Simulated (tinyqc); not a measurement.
Critical temperature from a phonon spectrum: McMillan, Allen-Dynes and the linearised Eliashberg equation: one step, computed by the program tinyqc. Command: `OMP_NUM_THREADS=1 python tinyqc.py 3016157 3016158 out.jsonl eliashberg walk`. One thread of a shared host (Intel(R) Xeon(R) Processor @ 2.30GHz), about 0.01 s of CPU time with the checks.

alpha^2 F(omega) = sum_i (lambda_i omega_i/2) delta(omega - omega_i), so that lambda = 2 int alpha^2 F/omega d omega = sum_i lambda_i.

Question. The small kernel at the trial temperature. Linearised Eliashberg equation at omega_n = (2n + 1) pi k_B T, n = 0..N-1: lambda(j) = sum_i lambda_i omega_i^2/(omega_i^2 + (2 pi j k_B T)^2); K_mn = lambda(m - n) + lambda(m + n + 1) - 2 mu*(N) - delta_mn [2m + 1 + lambda(0) + 2 sum_(j=1..m) lambda(j)], with 1/mu*(N) = 1/mu* + ln(omega_rms/omega_N), omega_N = (2N + 1) pi k_B T. T_c is where the largest eigenvalue rho of K is zero.

Inputs (values chosen for the exercise, for a model metal): peak energy omega_1 = 16.9 meV; coupling lambda_1 = 0.376; peak energy omega_2 = 35.5 meV; coupling lambda_2 = 0.854; Coulomb pseudopotential mu* = 0.13; trial temperature = 16.5 K; Matsubara points N in the small matrix = 4.

Peaks in alpha^2 F: two.

omega_rms = 31.02114 meV

Constants: k_B = 8.617333262e-05 eV/K.

Give: lambda(j), j = 0, 1, ...; mu*(N); K.

Answer.

lambda(j), j = 0, 1, ...: [1.2300, 1.0970, 0.8589, 0.6509, 0.4929, 0.3777, 0.2944, 0.2337]

mu*(N) = 0.13453

K:
$$\begin{pmatrix}
-0.172 & 1.687 & 1.241 & 0.875 \\
1.687 & -4.812 & 1.321 & 0.968 \\
1.241 & 1.321 & -8.803 & 1.122 \\
0.875 & 0.968 & 1.122 & -12.249
\end{pmatrix}$$
